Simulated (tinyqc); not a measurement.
Cooling rate: nucleation and growth of vacancy voids in a cooling silicon-like crystal. Computed by tinyqc, a small Python program. Command: `OMP_NUM_THREADS=1 python tinyqc.py 3011835 3011836 out.jsonl voids walk`. One thread of a shared host (Intel(R) Xeon(R) Processor @ 2.30GHz), about 0.8 s of CPU time with the checks.

Spherical voids; vacancies are lost only to voids.

Inputs (values chosen for the exercise, for a model crystal): vacancy density at the melting point C_m = 4.5e+14 1/cm^3; formation energy E_f = 4.08 eV; melting point T_m = 1685 K; diffusion prefactor D0 = 0.0007 cm^2/s; migration energy E_m = 0.5 eV; site density rho = 5e+22 1/cm^3; void surface energy gamma = 0.912 J/m^2; cooling rate q = 2 K/min; vacancy excess C0 = 2.4e+13 1/cm^3; temperature step = 0.125 K.

Vacancy supply: given.

Constants: k_B = 8.617333262e-05 eV/K; k_B = 1.380649e-23 J/K.

Method:
- C = C0 as given.
- C_e = C_m exp[-(E_f/k_B)(1/T - 1/T_m)]; D = D0 exp(-E_m/(k_B T)); f = k_B T ln(C/C_e); r* = 2 gamma/(rho f); W* = 16 pi gamma^3/(3 rho^2 f^2); Z = f/sqrt(12 pi W* k_B T); I = rho Z (4 pi r* D C) exp(-W*/(k_B T)).
- March down from 1500 K in steps dT, dt = dT/q, with values at the upper end of each step: a class of I dt voids is born with r*; then all classes grow by r^2 += 2 D (C - C_e) dt/rho; C falls by the vacancies added to voids. Stop at 1150 K. T_n is the T of the largest I, N the final count (classes under 1e-6 /cm^3 are dropped), and the mean radius the number average.

initial excess C = 2.40e+13 1/cm^3

At fixed C:
```
q (K/min)   T_n (K)  N (1/cm^3)  mean radius (nm)
0.2        1350.250  4.6282e+05            62.304
0.5        1345.750  1.7983e+06            39.602
1.0        1342.250  5.0197e+06            28.109
2.0        1338.375  1.4008e+07            19.952
4.0        1334.375  3.9064e+07            14.164
8.0        1330.125  1.0881e+08            10.058
20.0       1324.125  4.2001e+08             6.405
```

What follows from these numbers?

Over the rows N goes as q^1.48 and the radius as q^-0.49, near the 3/2 and -1/2 of the scaling argument (depletion time 1/(4 pi N r D) equal to the time in the nucleation range, at fixed N r^3). T_n drops only 26 K for a factor 100 in q. Fast cooling gives many small voids, which an anneal can dissolve.

Extremes, crossings and ranges named in words are read from the listed rows.
